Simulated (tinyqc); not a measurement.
Inside a calculation. Model: lateral field, substrate current, probability of reaching the oxide barrier and hot-carrier lifetime of a silicon transistor (pseudo-two-dimensional and lucky-electron models). Computed by tinyqc, a small Python program that keeps every step. Command: `OMP_NUM_THREADS=1 python tinyqc.py 3021825 3021826 out.jsonl hotcar walk`. One thread of a shared host (Intel(R) Xeon(R) Processor @ 2.30GHz), about 0.01 s of CPU time with the checks. Intermediate numbers are printed to about 5 digits and carried at full precision; extremes and crossings named in words are read from the listed rows.

Local-field models: a lucky carrier gains its energy at the peak field over a path free of collisions. Voltages are magnitudes.

Inputs (values chosen for the exercise, modelled on a silicon p-channel):

| quantity | value | unit |
|---|---|---|
| channel length L | 1000 | nm |
| oxide thickness t | 19 | nm |
| junction depth x_j | 310 | nm |
| mobility mu | 140 | cm^2/(V s) |
| saturation velocity v_s | 0.68 | 1e7 cm/s |
| threshold voltage V_T | 0.66 | V |
| gate voltage V_G | 6.4 | V |
| drain voltage V_D | 15 | V |
| ionisation prefactor A_i | 8.4e+06 | 1/cm |
| ionisation field B_i | 3.87 | MV/cm |
| hot-carrier mean free path lambda | 5.3 | nm |
| oxide barrier phi_b | 4.6 | eV |
| interface-trap threshold phi_it | 4.5 | eV |
| lifetime constant H | 10 | s microampere/micrometre |
| length of the depleted extension L_n | 110 | nm |

Drain: lightly doped extension.

Constants: eps_0 = 8.8541878128e-12 F/m.

## Saturation point and current

C_ox = 3.9 eps_0/t; F_sat = 2 v_s/mu; V_Dsat = V_ov F_sat L/(V_ov + F_sat L), V_ov = V_G - V_T; I_D/W = C_ox v_s (V_ov - V_Dsat).

F_sat = 97.143 kV/cm

V_Dsat = 3.6081 V

drain current I_D/W = 263.48 microampere/micrometre

## Peak lateral field

Scale length l = 0.22 t^(1/3) x_j^(1/2) (all in cm); F_m = sqrt(((V_D - V_Dsat)/l_e)^2 + F_sat^2), with l_e = l + L_n; length of the velocity-saturated region l_e ln((V_D - V_Dsat)/(l_e F_sat) + F_m/F_sat).

scale length l = 151.71 nm

peak field F_m = 445.99 kV/cm

velocity-saturated length = 577.13 nm

energy gained over one free path, e lambda F_m = 0.23638 eV

The field rises from F_sat to F_m as cosh(x/l_e), a factor 4.6, over 58 % of L.

## Hot-carrier currents and lifetime

Substrate current I_sub/I_D = (A_i/B_i)(V_D - V_Dsat) exp(-B_i/F_m); probability of reaching the oxide barrier exp(-phi_b/(e lambda F_m)); lifetime tau = (H/(I_D/W)) exp(phi_it/(e lambda F_m)).

I_sub/I_D = 0.0042138

substrate current I_sub/W = 1.1102 microampere/micrometre

probability of reaching phi_b = 3.5351e-09

lifetime tau = 7.0327e+06 s

exponent m = phi_it/(e lambda B_i) = 2.1939

Since both exponentials depend on 1/F_m, tau I_D scales about as (I_sub/I_D)^(-m) with m = 2.19, which lets I_sub serve as the monitor. The lifetime is 0.0223 times ten years (3.156e8 s).

## Substrate current against gate voltage

The formulas are those given above.

At the given drain voltage:

| V_G (V) | V_Dsat (V) | I_D/W (microampere/micrometre) | F_m (kV/cm) | I_sub/W (microampere/micrometre) | tau (s) |
|---|---|---|---|---|---|
| 1.5 | 0.7731 | 8.3 | 552.22 | 0.2308 | 5.7591e+06 |
| 2.2 | 1.3293 | 26.0 | 531.31 | 0.5305 | 3.3457e+06 |
| 3.5 | 2.1975 | 79.4 | 498.73 | 0.9412 | 3.1170e+06 |
| 5.1 | 3.0472 | 172.1 | 466.93 | 1.1230 | 4.5843e+06 |
| 7.0 | 3.8363 | 309.4 | 437.49 | 1.0794 | 8.6710e+06 |
| 9.4 | 4.6007 | 511.6 | 409.06 | 0.8989 | 2.0207e+07 |
| 12.0 | 5.2322 | 754.8 | 385.66 | 0.7018 | 4.8238e+07 |
| 14.0 | 5.6210 | 954.0 | 371.30 | 0.5777 | 8.9428e+07 |
| 16.0 | 5.9478 | 1160.7 | 359.27 | 0.4785 | 1.5811e+08 |

I_sub peaks at V_G = 5.1 V, 0.34 V_D: a higher gate voltage brings more carriers but raises V_Dsat and so lowers F_m. The shortest lifetime among the rows lies at V_G = 3.5 V, below that of the largest I_sub, since tau depends more steeply on the field.

## Extrapolating accelerated tests

V_10 solves tau = 3.156e8 s at the given V_G. The extrapolation fits ln(tau) against 1/V_D at 1, 1.08, 1.16 and 1.25 times the given V_D (rounded to 3 digits) by least squares and reads off the same tau.

Stress points:

| V_D (V) | 1/V_D (1/V) | tau (s) |
|---|---|---|
| 15.0 | 0.066667 | 7.0327e+06 |
| 16.2 | 0.061728 | 1.2349e+06 |
| 17.4 | 0.057471 | 2.8871e+05 |
| 18.8 | 0.053191 | 6.9896e+04 |

ten-year drain voltage V_10 = 12.998 V

V_10 from the 1/V_D extrapolation = 12.846 V

The extrapolation is 153 mV below the true value: ln(tau) is nearly linear in 1/(V_D - V_Dsat), not in 1/V_D, so the straight line errs on the safe side when one extrapolates down.

Checks made by the program: voltage drop as the integral of F_sat cosh(x/l_e) over the saturated length (relative difference below 1e-10).
